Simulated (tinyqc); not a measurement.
# Changing the pressure p_A

Model: microkinetic model of a Langmuir-Hinshelwood surface reaction A + (1/2) B2 = AB with Bronsted-Evans-Polanyi barriers. Computed by tinyqc, a small Python program. Command: `OMP_NUM_THREADS=1 python tinyqc.py 3007049 3007050 out.jsonl microkin sweep`. One thread of a shared host (Intel(R) Xeon(R) Processor @ 2.30GHz), about 0.01 s of CPU time with the checks.

A adsorbs in equilibrium; B2 dissociates irreversibly on two free sites; adsorbed A and B react irreversibly and AB leaves at once. theta_A + theta_B + theta_* = 1.

Inputs (values chosen for the exercise, for a model catalyst):
```
quantity                              value   unit
adsorption energy of A, E_A           -1.41     eV
adsorption energy per B atom, E_B        -1     eV
entropy loss of A, S_A                  1.6  meV/K
entropy loss of B2, S_B                 1.7  meV/K
slope a1 of the dissociation barrier   0.72      -
intercept b1                            1.3     eV
slope a2 of the reaction barrier       0.47      -
intercept b2                            0.2     eV
pressure p_B                          0.013    bar
temperature T                           550      K
```

Constants: k_B = 8.617333262e-05 eV/K; hbar = 6.582119569e-16 eV s.

Method:
- K_A = exp(-(E_A + T S_A)/(k_B T)) per bar; barriers E1 = max(b1 + a1 2 E_B, 0), E2 = b2 - a2 (E_A + E_B); k1 = (k_B T/h) exp(-S_B/k_B) exp(-E1/(k_B T)) per bar, k2 = (k_B T/h) exp(-E2/(k_B T)), h = 2 pi hbar.
- theta_A = K_A p_A theta_*; 2 k1 p_B theta_*^2 = k2 theta_A theta_B, so theta_B = w theta_* with w = 2 k1 p_B/(k2 K_A p_A); theta_* = 1/(1 + K_A p_A + w); rate r = k2 theta_A theta_B.
- From r = 2 k1 p_B theta_*^2: order in p_B and degree of control of step 1 = 1 - 2 theta_B; control of step 2 = 2 theta_B; order in p_A = 2 (theta_B - theta_A). Apparent energy = (E1 + k_B T)(1 - 2 theta_B) + (E2 + k_B T) 2 theta_B + E_A x order in p_A.

One run for each value:
```
pressure p_A (bar)  rate r (1/s per site)  theta_A     theta_B  order in p_A
1.00e-05                       3.1037e-02  0.00446  9.8934e-01        1.9698
5.00e-05                       6.0571e-01  0.09848  8.7411e-01        1.5513
3.00e-04                       1.0378e+00  0.77343  1.9070e-01       -1.1655
1.00e-03                       1.4545e-01  0.96515  2.1417e-02       -1.8875
8.00e-03                       2.4295e-03  0.99792  3.4600e-04       -1.9951
4.00e-02                       9.7517e-05  0.99964  1.3864e-05       -1.9992
2.00e-01                       3.9029e-06  0.99993  5.5472e-07       -1.9999
1.00e+00                       1.5614e-07  0.99999  2.2190e-08       -2.0000
6.00e+00                       4.3372e-09  1.00000  6.1640e-10       -2.0000
```

Over the rows, rate r (1/s per site) goes from 0.0310 through a maximum among these rows, 1.04 at 3.00e-4, to 4.34e-9; theta_A rises from 0.00446 to 1.000; theta_B falls from 0.989 to 6.16e-10 (exponent d ln y / d ln x -0.077 between the first rows and -2.0 between the last). At the high end the exponent of rate r is -2.00, close to -2: A blocks both sites needed for dissociation. At the high end the exponent of theta_A is 0.00, close to 0: saturation.  Left out: 30.0 (the rate is out of a useful range).

Caution (all rows): the linear relation gives a negative E1, which is set to zero: dissociation is not activated.

Extremes, crossings and ranges named in words are read from the listed rows.
